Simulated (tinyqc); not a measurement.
Oscillation of the Fermi level: Landau levels of bilayer graphene.

Four-band model without bias: with w = sqrt(2) hv/l, E_N^2 = [g1^2 + (2N - 1) w^2 - sqrt(g1^4 + 2 (2N - 1) g1^2 w^2 + w^4)]/2 for N >= 2, and E = 0 for N = 0, 1. The two-band limit is hbar wc sqrt(N (N - 1)) with hbar wc = w^2/g1. Each level is fourfold; of the eight zero-energy states half belong to the electrons.

In a field B along z: l = 1/sqrt((e/hbar) B) is the magnetic length, n_B = B/(h/e) the number of states per area in one level, hbar wc = 2 muB B/m for mass m in m0; 1/angstrom^2 = 1e16/cm^2.

The zero level takes 4 n_B electrons and each higher level 4 n_B. At zero temperature and without broadening EF sits in the partly filled level.

Constants: e/hbar = 1.519267448e-05 1/(T angstrom^2); h/e = 413566.7697 T angstrom^2; muB = 5.788381798e-05 eV/T.

Parameters, chosen for this exercise (near those of bilayer graphene; shifted at random, so the results belong to these values and not to a real crystal):
- hv = 6.45 eV angstrom (hbar v)
- g1 = 0.402 eV (interlayer hopping)
- n = 2 x 1e11/cm^2 (electron sheet density)
- Bo = (0.349, 0.391, 0.445, 0.517, 0.615, 0.76, 0.994, 1.44, 2.58) T (fields)

Fixed density, zero temperature, no broadening. At B = 0, EF = sqrt(g1^2/4 + hv^2 pi n) - g1/2.

Filling:

| B (T) | nu | partly filled level | EF (meV) | filled share |
|---|---|---|---|---|
| 0.349 | 23.70 | 6 | 5.92 | 0.93 |
| 0.391 | 21.15 | 6 | 6.62 | 0.29 |
| 0.445 | 18.59 | 5 | 6.16 | 0.65 |
| 0.517 | 16.00 | 4 | 5.55 | 1.00 |
| 0.615 | 13.45 | 4 | 6.59 | 0.36 |
| 0.760 | 10.88 | 3 | 5.77 | 0.72 |
| 0.994 | 8.32 | 3 | 7.51 | 0.08 |
| 1.44 | 5.74 | 2 | 6.30 | 0.44 |
| 2.58 | 3.21 | 0,1 | 0.00 | 0.80 |

EF at B = 0 = 6.40 meV

What does the comparison show?

EF runs between 0.0 and 7.5 meV around its zero-field value of 6.4 meV. It follows a level while that level empties and falls to the next one down when nu passes a filled shell; the partly filled level changes 5 times in this table.

tinyqc: `OMP_NUM_THREADS=1 python tinyqc.py 1281706 1281707 out.jsonl`; about 0.01 s, one thread, shared Intel(R) Xeon(R) Processor @ 2.30GHz.
